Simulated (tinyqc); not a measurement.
Capacitance measurement on a leaky thin oxide: effects of series resistance and leakage: one step of the calculation.

The device is a capacitance C in parallel with a leakage conductance G, in series with Rs and Ls. An impedance meter reports either a parallel pair (Cp, Gp) from Y = 1/Z = Gp + i w Cp or a series pair (Cs, Rm) from Z = Rm + 1/(i w Cs); w = 2 pi f, dissipation D = Gp/(w |Cp|).

Task. True capacitance and conductance. EOT = 3.9 tox/eox; CET = EOT + zc + zp; C = 3.9 eps0 A/CET; G = Jg A/Vs.

Values chosen for this exercise; values of the order met in thin-oxide MOS capacitors: relative permittivity of the gate insulator (close to silicon nitride) eox = 7.31; insulator thickness tox = 6 nm; gate area A = 10000 um^2; oxide-equivalent thickness added by the accumulation layer zc = 0.37 nm; oxide-equivalent thickness added by gate depletion zp = 0.3 nm; gate leakage current density, not matched to the thickness Jg = 0.041 A/cm^2; voltage for an e-fold rise of the leakage Vs = 0.19 V.

Constants: eps0 = 8.8541878128e-14 F/cm where lengths are in cm. Results are converted to the units shown.

Give: EOT; CET; C; G.

Result.

EOT = 3.2011 nm
CET = 3.8711 nm
C = 89.203 pF
G = 21.579 uS

Program tinyqc, `OMP_NUM_THREADS=1 python tinyqc.py 2022194 2022195 out.jsonl`; Intel Xeon 2.30GHz, shared host, one thread, about 0.01 s.
